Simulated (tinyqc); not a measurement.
Convergence with the mesh: Wannier function of the lower band of a two-orbital chain.

H(k) = [[-d/2 - 2 ta cos k, -t1 - t2 exp(-ik)], [-t1 - t2 exp(ik), d/2 - 2 tb cos k]], k in 1/a, Bloch sums with exp(ikR) and without the positions inside the cell. Mesh k_j = 2 pi j/N. Projection gauge: each lower eigenvector u is multiplied by the phase that makes <trial|u> real and positive (the one-band case of Loewdin orthogonalisation). Wannier amplitudes w(R) = (1/N) sum_k exp(ikR) u(k); hoppings H(R) = (1/N) sum_k exp(-ikR) E(k).

Inputs chosen for the exercise: d = -0.92 eV (A at -d/2, B at +d/2); t1 = 1.08 eV (A-B in the cell); t2 = 0.46 eV (B to A of the next cell); ta = -0.2 eV (A-A between cells); tb = 0.1 eV (B-B between cells); xb = 0.45 a (position of B (A at 0)); th = 45 degrees (trial orbital cos(th) A + sin(th) B in cell 0).

Centre and Omega_I from overlaps M_j = u_j^+ diag(1, exp(-i b xb)) u_(j+1), b = 2 pi/N: centre -(1/2 pi) sum arg M, Omega_I = (1/(N b^2)) sum (1 - |M|^2). Largest error of the Fourier interpolation on 41 points from 0 to pi.

Mesh:

| N | centre (a) | Omega_I (a^2) | H(1) (eV) | largest error (meV) |
|---|---|---|---|---|
| 3 | 0.31702 | 0.05147 | -0.19291 | 105.360 |
| 4 | 0.30483 | 0.05568 | -0.21925 | 19.628 |
| 6 | 0.29956 | 0.06409 | -0.21457 | 4.713 |
| 8 | 0.29738 | 0.06792 | -0.21419 | 1.622 |
| 12 | 0.29574 | 0.07090 | -0.21415 | 0.181 |
| 16 | 0.29515 | 0.07200 | -0.21415 | 0.021 |
| 24 | 0.29473 | 0.07281 | -0.21415 | 0.000 |

The interpolation error falls exponentially, from 19.6 meV at N = 4 to 0.181 at N = 12, because the hoppings decay exponentially for an isolated band (smallest gap 1.28 eV). Omega_I carries a finite-difference error and converges as a power: against the value 0.07348 on 400 points it is off by -0.00257 at N = 12 and -0.00067 at N = 24, an exponent of 1.95, near the limit 2.

Computed by tinyqc, a small Python program: `OMP_NUM_THREADS=1 python tinyqc.py 1451898 1451899 out.jsonl` (the numbers bound the seed that draws the inputs); one thread of a shared host (Intel(R) Xeon(R) Processor @ 2.30GHz), about 0.1 s for the whole set of steps.
